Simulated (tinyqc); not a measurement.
Three descriptions against temperature: one anharmonic mode: perturbation theory, self-consistent phonons and exact levels. Computed by tinyqc, a small Python program. Command: `OMP_NUM_THREADS=1 python tinyqc.py 3005662 3005663 out.jsonl scp walk`. One thread of a shared host (Intel(R) Xeon(R) Processor @ 2.30GHz), about 0.02 s of CPU time with the checks.

V(x) = k x^2/2 + b x^4 for one coordinate x of mass M. A constant K > 0 gives hbar Omega = sqrt((hbar^2/u) K/M) with K in eV/angstrom^2 and M in u.

Inputs (values chosen for the exercise, for a model mode): mode mass M = 54 u; harmonic constant k = 1.65 eV/angstrom^2; quartic constant b = 42.6 eV/angstrom^4.

Shape: single well.

Constants: hbar^2/u = 4.18015928e-03 eV angstrom^2; k_B = 8.617333262e-05 eV/K.

Method:
- Self-consistent phonon, centred at x = 0: K = k + 12 b <x^2>, <x^2> = (hbar Omega/(2K)) coth(hbar Omega/(2 k_B T)).
- Its free energy is F = k_B T ln[2 sinh(hbar Omega/(2 k_B T))] + (k - K)<x^2>/2 + 3 b <x^2>^2, an upper bound to the exact one.
- Basis: oscillator states n of the constant |k|, with x = s (a + a+), s^2 = hbar Omega/(2|k|); H = hbar Omega (n + 1/2) + (k - |k|) x^2/2 + b x^4, with exact matrix elements of x^2 and x^4.
- Exact values use 120 basis states: F = -k_B T ln sum exp(-E_n/(k_B T)), and <x^2> is the Boltzmann mean.
- The classical <x^2> is int x^2 exp(-V/(k_B T)) dx / int exp(-V/(k_B T)) dx (2001 points over six exact widths each way).

Results:

| T (K) | hbar Omega, self-consistent (meV) | <x^2>, self-consistent | <x^2>, exact | F, self-consistent (meV) | F, exact (meV) | <x^2>, classical |
|---|---|---|---|---|---|---|
| 6.6 | 15.131 | 0.0025580 | 0.0025895 | 6.7293 | 6.7044 | 3.1537e-04 |
| 16 | 15.131 | 0.0025581 | 0.0025896 | 6.7293 | 6.7044 | 6.9748e-04 |
| 33 | 15.158 | 0.0025783 | 0.0026128 | 6.7155 | 6.6894 | 0.0012773 |
| 59 | 15.403 | 0.0027680 | 0.0028259 | 6.4706 | 6.4322 | 0.0020101 |
| 100 | 16.064 | 0.0032935 | 0.0034189 | 5.1943 | 5.1089 | 0.0029605 |
| 180 | 17.363 | 0.0043904 | 0.0046681 | 0.087198 | -0.14426 | 0.0044422 |
| 310 | 19.047 | 0.0059397 | 0.0064460 | -12.982 | -13.519 | 0.0063308 |
| 520 | 21.051 | 0.0079709 | 0.0087898 | -41.562 | -42.670 | 0.0087292 |

The self-consistent quantum hardens from 15.13 to 21.05 meV, since a wider spread samples the steep quartic walls. Its <x^2> misses by -1.2 % at the lowest T and -9.3 % at the highest; the excess in F runs from 0.025 to 1.109 meV. The classical value is 0.12 of the exact one at the lowest T and 0.993 at the highest.

Extremes, crossings and ranges named in words are read from the listed rows.
